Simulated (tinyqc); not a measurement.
# Metal-interlayer-semiconductor contact, depinning against tunnelling resistance: two studies

Zero bias, n-type semiconductor. Gap states at the semiconductor surface thin out as exp(-be ti), which unpins the barrier; electrons must then cross the interlayer (a rectangular barrier, no voltage drop across it) and the parabolic depleted layer, both by WKB. Energies E are counted from the Fermi level; no image force, parabolic bands.

Parameters, values chosen for the exercise; semiconductor values close to those of gallium nitride; interlayer mass of the order of that in strontium titanate, offset chosen freely: temperature T = 300 K; band gap Eg = 3.51 eV; relative permittivity eps_r = 9.23; electron affinity chi = 4.05 eV; conduction-band density of states at T Nc = 2.3e18 cm^-3; tunnelling mass in the semiconductor mt = 0.196 m0; Richardson mass mA = 0.205 m0; donor density Nd = 1.1e20 cm^-3; charge-neutrality level above the valence band E0 = 2.3 eV; pinning factor without interlayer S0 = 0.62; metal work function phiM = 4.31 eV; interlayer thickness ti = 1.5 nm; conduction-band offset of the interlayer above the semiconductor dE = 0.22 eV; tunnelling mass in the interlayer mi = 0.62 m0; decay constant of gap states through the interlayer be = 3.8 1/nm.

Constants: q = 1.602176634e-19 C, kB = 1.380649e-23 J/K, eps0 = 8.8541878128e-12 F/m, hbar = 1.054571817e-34 J s, h = 6.62607015e-34 J s, m0 = 9.1093837015e-31 kg, Vt = kB T/q, hbar^2/(2 m0) = 0.0380998212 eV nm^2. Results are converted to the units shown.

Each table varies one quantity; the others keep the values above.

## Contact resistivity against the interlayer thickness

S = 1/(1 + (1/S0 - 1) exp(-be ti)); phiB = S (phiM - chi) + (1 - S)(Eg - E0); xi = Ec - EF deep inside, from Nd = Nc F(-xi/Vt), F(x) = (2/sqrt(pi)) int_0^infinity sqrt(u) du/(1 + exp(u - x)); band bending U = phiB - xi; E00 = (hbar/2) sqrt(Nd/(eps0 eps_r mt m0)) in volts; A = 4 pi q mA m0 kB^2/h^3. With U = phiB - xi: for xi < E < phiB, y = (E - xi)/U and G1 = (U/E00) [sqrt(1 - y) - y ln((1 + sqrt(1 - y))/sqrt(y))], G1 = 0 above phiB; G2 = 2 ti sqrt(mi max(phiB + dE - E, 0)/C), C = hbar^2/(2 m0); f = 1/(1 + exp(E/Vt)); 1/rho_c = (A T^2/Vt^2) times the integral of exp(-G1 - G2) f over E from xi upwards. Shares under 0.001 % are printed as 0; rows without band bending are left out.

The same in every row: E00/Vt = 5.60.

Contact resistivity against the interlayer thickness:

| ti (nm) | S | phiB (eV) | rho_c (ohm cm^2) | rho_c with G2 = 0 (ohm cm^2) | peak of the integrand (eV) | share above phiB (%) |
|---|---|---|---|---|---|---|
| 0 | 0.620 | 0.621 | 3.25e-8 | 3.25e-8 | -0.0366 | 0 |
| 0.4 | 0.882 | 0.372 | 1.16e-7 | 8.24e-9 | -0.0335 | 0 |
| 0.8 | 0.972 | 0.287 | 7.30e-7 | 5.29e-9 | -0.0271 | 0.00569 |
| 1.2 | 0.994 | 0.266 | 6.40e-6 | 4.76e-9 | -0.0201 | 0.0287 |
| 1.6 | 0.999 | 0.261 | 6.17e-5 | 4.65e-9 | -0.0135 | 0.0897 |
| 2 | 1.00 | 0.260 | 5.95e-4 | 4.62e-9 | -0.00712 | 0.281 |
| 2.4 | 1.00 | 0.260 | 0.00558 | 4.62e-9 | -8.81e-4 | 1.10 |
| 2.8 | 1.00 | 0.260 | 0.0486 | 4.62e-9 | 0.00542 | 5.78 |
| 3.2 | 1.00 | 0.260 | 0.319 | 4.62e-9 | 0.480 | 30.1 |

What does the table show?

As ti goes from 0 to 3.2, phiB falls from 0.621 to 0.260 eV and rho_c rises from 3.25e-8 to 0.319 ohm cm^2. No thickness listed beats the bare contact: tunnelling through the layer costs more than the change of the barrier gains. The ratio of rho_c to its value with G2 = 0 runs from 1.00 to 6.90e7.

## Contact resistivity against the decay constant of gap states through the interlayer

Same model as above.

The same in every row: E00/Vt = 5.60.

Results:

| be (1/nm) | S | phiB (eV) | rho_c (ohm cm^2) | rho_c with G2 = 0 (ohm cm^2) | peak of the integrand (eV) | share above phiB (%) |
|---|---|---|---|---|---|---|
| 1 | 0.880 | 0.374 | 1.48e-4 | 8.33e-9 | -0.0152 | 0.00374 |
| 2 | 0.970 | 0.288 | 4.91e-5 | 5.32e-9 | -0.0152 | 0.0348 |
| 3 | 0.993 | 0.266 | 3.70e-5 | 4.77e-9 | -0.0151 | 0.0608 |
| 4 | 0.998 | 0.261 | 3.47e-5 | 4.65e-9 | -0.0151 | 0.0691 |
| 5 | 1.00 | 0.260 | 3.42e-5 | 4.62e-9 | -0.0151 | 0.0711 |
| 7 | 1.00 | 0.260 | 3.41e-5 | 4.62e-9 | -0.0151 | 0.0717 |
| 8 | 1.00 | 0.260 | 3.41e-5 | 4.62e-9 | -0.0151 | 0.0717 |

Estimate the missing row, be = 6 1/nm.

Computed row:

| be (1/nm) | S | phiB (eV) | rho_c (ohm cm^2) | rho_c with G2 = 0 (ohm cm^2) | peak of the integrand (eV) | share above phiB (%) |
|---|---|---|---|---|---|---|
| 6 | 1.00 | 0.260 | 3.41e-5 | 4.62e-9 | -0.0151 | 0.0716 |

With this row back in the table: As be goes from 1 to 8, phiB falls from 0.374 to 0.260 eV and rho_c falls from 1.48e-4 to 3.41e-5 ohm cm^2. The ratio of rho_c to its value with G2 = 0 runs from 17700 to 7380.

Computed by the program tinyqc: `OMP_NUM_THREADS=1 python tinyqc.py 2270165 2270166 out.jsonl`, one thread of a shared Intel Xeon 2.30GHz, about 0.04 s for the whole run.
